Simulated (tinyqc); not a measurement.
Inside a calculation. Method: geometry optimisation on the RHF/sto-6g surface (energies and gradients from PySCF), for H2, spin multiplicity 1. Computed by tinyqc, a small Python program that keeps every step (integrals from PySCF). Settings: charge = 0, multiplicity = 1, basis = sto-6g, optimiser = bfgs, first Hessian = 1.0, largest step = 0.1, iteration cap = 30. Command: `OMP_NUM_THREADS=1 python tinyqc.py 29476 29477 out.jsonl` (the two numbers bound the seeds that draw the settings). One thread of a shared host (Intel(R) Xeon(R) Processor @ 2.60GHz), about 0.1 s of CPU time with the checks.

## Step 1: energy and gradient

positions at the start (bohr):
```
           x         y         z
1H  0.000000  0.000000  0.000000
2H  0.000000  0.000000  1.464538
```

Self-consistent energy and analytic gradient at these positions.

energy = -1.12243307 hartree

gradient (hartree/bohr):
```
             x           y            z
1H  0.00000000  0.00000000  -0.05843583
2H  0.00000000  0.00000000   0.05843583
```

## Step 1: move

Quasi-Newton step p = -H^(-1) g (first H = 1 times the unit matrix); steps longer than 0.1 bohr are cut back.

positions after step 1 (bohr):
```
           x         y         z
1H  0.000000  0.000000  0.058436
2H  0.000000  0.000000  1.406102
```

## Step 2: energy and gradient

As before.

energy = -1.12620923 hartree

gradient (hartree/bohr):
```
             x           y            z
1H  0.00000000  0.00000000  -0.00284761
2H  0.00000000  0.00000000   0.00284761
```

## Step 2: move

inverse Hessian in use (bohr^2/hartree), lower triangle:
```
          1         2          3         4         5         6
1  1.000000
2  0.000000  1.000000
3  0.000000  0.000000   1.025613
4  0.000000  0.000000   0.000000  1.000000
5  0.000000  0.000000   0.000000  0.000000  1.000000
6  0.000000  0.000000  -0.025613  0.000000  0.000000  1.025613
```

Quasi-Newton step p = -H^(-1) g (the inverse Hessian comes from BFGS updates; coordinates in the order x, y, z of each atom); steps longer than 0.1 bohr are cut back.

positions after step 2 (bohr):
```
           x         y         z
1H  0.000000  0.000000  0.061429
2H  0.000000  0.000000  1.403108
```

## Convergence

Stop when the largest gradient component is below 3e-5 hartree/bohr. The inverse Hessian follows the BFGS update with s = step, y = change of gradient.

Course of the optimisation:
```
step  E (hartree)  largest gradient (hartree/bohr)
1     -1.12243307                         5.84e-02
2     -1.12620923                         2.85e-03
3     -1.12621606                         5.77e-04
4     -1.12621635                         4.48e-06
```

Final distances (angstrom):
```
pair   distance
2H-1H  0.710520
```

Converged in 4 steps.
